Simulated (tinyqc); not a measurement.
From results back to parameters: two-level Kane dispersion of a narrow-gap semiconductor. Two cases, with inputs chosen for the exercise.

Problem. In the two-level Kane model E = Eg/2 + sqrt(Eg^2/4 + (2/3) Ep c k^2), c = hbar^2/2m0, and the momentum mass is m(k) = (3/(2 Ep)) sqrt(Eg^2 + (8/3) Ep c k^2). It is given at the Fermi wave vectors kF = (3 pi^2 n)^(1/3) of two densities (1 cm^-3 = 1e-24 angstrom^-3).

Constants: hbar^2/2m0 = 3.80998211 eV angstrom^2.

Case 1.

Values chosen (out of a larger set: near those of grey Sn; not measured data): n12 = (2.3e+15, 2.9e+18) cm^-3 (two densities).

masses at the two densities (m0): 0.02584764  0.05044974

Case 2.

Values chosen (out of a larger set: near those of HgTe; not measured data): n12 = (4.3e+15, 2e+17) cm^-3 (two densities).

masses at the two densities (m0): 0.02433863  0.03073446

Find: kF^2; Ep; edge mass; |Eg|.

Solution. m^2 = m0*^2 + (6 c/Ep) kF^2 is a straight line in kF^2: the slope gives Ep, the intercept the edge mass, and |Eg| = (2/3) Ep m0*. The sign of Eg does not enter. For Eg < 0 the edge mass does not depend on Dso, which enters only as EF nears it.

Case 1.

kF^2 (1/angstrom^2): 1.6676e-05  0.0019463

Ep = 23.5 eV
edge mass = 0.02553 m0
|Eg| = 0.400 eV

Case 2.

kF^2 (1/angstrom^2): 2.5308e-05  0.00032732

Ep = 19.6 eV
edge mass = 0.02372 m0
|Eg| = 0.310 eV

Computed by tinyqc, one run a case: `OMP_NUM_THREADS=1 python tinyqc.py N N+1 out.jsonl` with N = 1050417, 1050422; one thread of a shared Intel(R) Xeon(R) Processor @ 2.30GHz, about 0.01 s a run at most.
